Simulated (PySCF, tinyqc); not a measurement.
G0W0 on RHF in the sto-6g basis, for H3+, spin multiplicity 1, step by step. The lowest restricted solution is unstable here: a spin-polarised one lies 0.0070 hartree lower (PySCF). One step of it, computed by the program tinyqc.

Question. Iteration 9 (converged): orbitals. Diagonalise F' = X^T F X, C = X C', fill 1 alpha and 1 beta electrons from the bottom; D = 2 C_occ C_occ^T. Each column has its largest component positive (the first on a tie).

converged F (hartree), order 1H 1s, 2H 1s, 3H 1s:
```
[[-0.660831, -0.505283, -0.505283],
 [-0.505283, -0.490009, -0.172758],
 [-0.505283, -0.172758, -0.490009]]
```

X, order 1H 1s, 2H 1s, 3H 1s:
```
[[1.142528, -0.233482, -0.233482],
 [-0.233482, 1.069138, 0.034851],
 [-0.233482, 0.034851, 1.069138]]
```

Give: F' = X^T F X; orbital energies; coefficients C; D after iteration 9.

Answer.

F' = X^T F X (hartree):
```
[[-0.3957, -0.3453, -0.3453],
 [-0.3453, -0.3491, -0.0097],
 [-0.3453, -0.0097, -0.3491]]
```

orbital energies (hartree): [-0.8660, -0.3394, 0.1114]

coefficients C, order 1H 1s, 2H 1s, 3H 1s:
```
[[0.5940, 0.0000, 1.0303],
 [0.3733, 0.7314, -0.7243],
 [0.3733, -0.7314, -0.7243]]
```

D after iteration 9, order 1H 1s, 2H 1s, 3H 1s:
```
[[0.7056, 0.4434, 0.4434],
 [0.4434, 0.2787, 0.2787],
 [0.4434, 0.2787, 0.2787]]
```
